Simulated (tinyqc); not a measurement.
Minority carriers and saturation current of a heavily doped emitter: one step of the calculation.

n-type, parabolic bands, full ionisation. eta = (EF - Ec)/kB T solves N = Nc F12(eta), F12(x) = (2/sqrt(pi)) int_0^infinity sqrt(u)/(1 + exp(u - x)) du. The gap shrinks rigidly by dEg = E1 [ln(N/N0) + sqrt(ln^2(N/N0) + 0.5)], an empirical law that is here taken as the true narrowing.

Question. Effective intrinsic density. ni = sqrt(Nc Nv) exp(-Eg/(2 Vt)), Eg in volts; degeneracy factor g = F12(eta) exp(-eta); nie^2 = ni^2 exp(dEg/kB T) g, p0 = nie^2/N; apparent narrowing dEg + kB T ln g.

Values chosen for this exercise; band and dielectric values close to those of silicon: temperature T = 300 K; band gap Eg = 1.1 eV; conduction-band density of states at 300 K Nc = 2.83e19 cm^-3; valence-band density of states at 300 K Nv = 2.65e19 cm^-3; ionised donor density N = 6.5e18 cm^-3; energy of the narrowing law E1 = 7.3 meV; density of the narrowing law N0 = 1.8e17 cm^-3.

Constants: q = 1.602176634e-19 C, kB = 1.380649e-23 J/K, Vt = kB T/q. Results are converted to the units shown.

converged eta = -1.3901141

Find: ni; dEg; g; apparent narrowing; nie; p0.

Answer.

ni = 1.5773e10 cm^-3
dEg = 52.868 meV
g = 0.92224
apparent narrowing = 50.776 meV
nie = 4.2113e10 cm^-3
p0 = 272.85 cm^-3

Narrowing multiplies p0 by 7.73 and degeneracy by 0.922.

Range of the model: Band tails, non-parabolic bands and incomplete ionisation are left out.

Program tinyqc, `OMP_NUM_THREADS=1 python tinyqc.py 2330127 2330128 out.jsonl`; Intel Xeon 2.30GHz, shared host, one thread, about 0.01 s.
